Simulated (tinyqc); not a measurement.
Deformation-potential model of the L valleys of a conduction band, step by step. Values are carried at full precision from step to step, so a last printed digit may differ when a step is redone from the rounded ones.

s11 = (C11 + C12)/((C11 - C12)(C11 + 2 C12)), s12 = -C12/((C11 - C12)(C11 + 2 C12)), s44 = 1/C44; exx = s11 sxx + s12 (syy + szz) and cyclic, exy = s44 sxy/2; tension is positive. A uniaxial stress X along the unit vector n is s_ij = X n_i n_j.

Constants: kB = 8.617333262e-05 eV/K; hbar^2/2m0 = 3.80998211 eV angstrom^2.

Parameters, chosen for this exercise (near those of Ge; the results hold for these values, not for the real material):
```
symbol  value           unit  meaning
C11     129.3           GPa
C12     48.1            GPa
C44     67.3            GPa
load    uniaxial [001]        kind of stress
X       -0.27           GPa   stress
Xd      -6.98           eV    dilation potential
Xu      16.07           eV    uniaxial potential
T       300             K     temperature
ml      1.535           m0    longitudinal mass
mt      0.084           m0    transverse mass
```

## Strain from a uniaxial [001] stress

Form the compliances and the strain.

s11, s12, s44 (1/TPa): [9.6884, -2.6269, 14.8588]

strain tensor, rows x, y, z and columns alike:
$$\begin{pmatrix}
0.000709 & 0.000000 & 0.000000 \\
0.000000 & 0.000709 & 0.000000 \\
0.000000 & 0.000000 & -0.002616
\end{pmatrix}$$

## Valley shifts

Valleys with axes along [111], [1-1-1], [-11-1] and [-1-11], one whole valley each. Herring-Vogt shift of a valley with unit axis a: dE = Xd tr(e) + Xu a.e.a. Non-degenerate shares n_i = exp(-dE_i/kT)/sum_j exp(-dE_j/kT). Inverse mass tensor of a valley: (1 - a a)/mt + a a/ml; the masses are taken as independent of strain.

Apply the Herring-Vogt formula to each valley.

Xd tr(e) = 8.36 meV

a.e.a: [111] -0.000399, [1-1-1] -0.000399, [-11-1] -0.000399, [-1-11] -0.000399

shifts dE (meV): [111] 1.94, [1-1-1] 1.94, [-11-1] 1.94, [-1-11] 1.94

All valleys shift alike: this load keeps them equivalent by symmetry.

## Shares of the electrons

Boltzmann factors of the shifts.

kT = 25.852 meV

shares: [111] 0.2500, [1-1-1] 0.2500, [-11-1] 0.2500, [-1-11] 0.2500

effective number of valley axes, 1/(largest share) = 4.000

## Conductivity mass tensor

With one scattering time for all valleys the conductivity goes as M = sum_i n_i (inverse mass tensor of valley i); along the unit vector u, 1/m_c = u.M.u. Without stress 1/m_c = (1/ml + 2/mt)/3. Take u along [1-10].

M (1/m0), rows x, y, z and columns alike:
$$\begin{pmatrix}
8.154 & 0.000 & 0.000 \\
0.000 & 8.154 & 0.000 \\
0.000 & 0.000 & 8.154
\end{pmatrix}$$

m_c along [1-10] = 0.1226 m0
m_c without stress = 0.1226 m0

The mobility along [1-10] does not change; with all electrons in the valleys lightest or heaviest along this direction it would change by +46 or -46 %.

## Effective density of states

Each of the 4 whole valleys has m_d = (ml mt^2)^(1/3) and N = 2 (m_d kT/(4 pi c))^(3/2), c = hbar^2/2m0. Counted from the lowest edge, Nc = N x sum_i exp(-(dE_i - dE_min)/kT). 1 angstrom^-3 = 1e24 cm^-3.

m_d = 0.2213 m0
N of one valley = 2.612e+18 cm^-3
Nc under stress = 1.045e+19 cm^-3
Nc without stress = 1.045e+19 cm^-3

## Piezoresistance from repopulation

For small stress d(rho)/rho = pi X. For valleys on the <111> axes pi11 = pi12 = 0 and pi44 = -Xu s44/(3 kT) x (K - 1)/(2K + 1), K = ml/mt. For stress along [110]: pi_l = (pi11 + pi12 + pi44)/2 with the current along it and pi_t = (pi11 + pi12 - pi44)/2 with the current along [1-10]. 1/GPa = 100 x 1e-11/Pa.

K = 18.274

pi11, pi12, pi44 (1e-11/Pa): [0.0, 0.0, -141.6]

pi_l, pi_t for [110] (1e-11/Pa): [-70.8, 70.8]

Only the transfer between valleys is counted; changes of mass and of intervalley scattering add to it in a real crystal.

## Checks

- Conductivity mass at zero stress against 3/(1/ml + 2/mt): both 0.1226443.
- Piezoresistance coefficients by finite differences against the closed form: largest difference 4.1e-09.

Run: tinyqc, `OMP_NUM_THREADS=1 python tinyqc.py 1080227 1080228 out.jsonl`; Intel(R) Xeon(R) Processor @ 2.30GHz, one thread, shared host; about 0.01 s of CPU time with all checks.
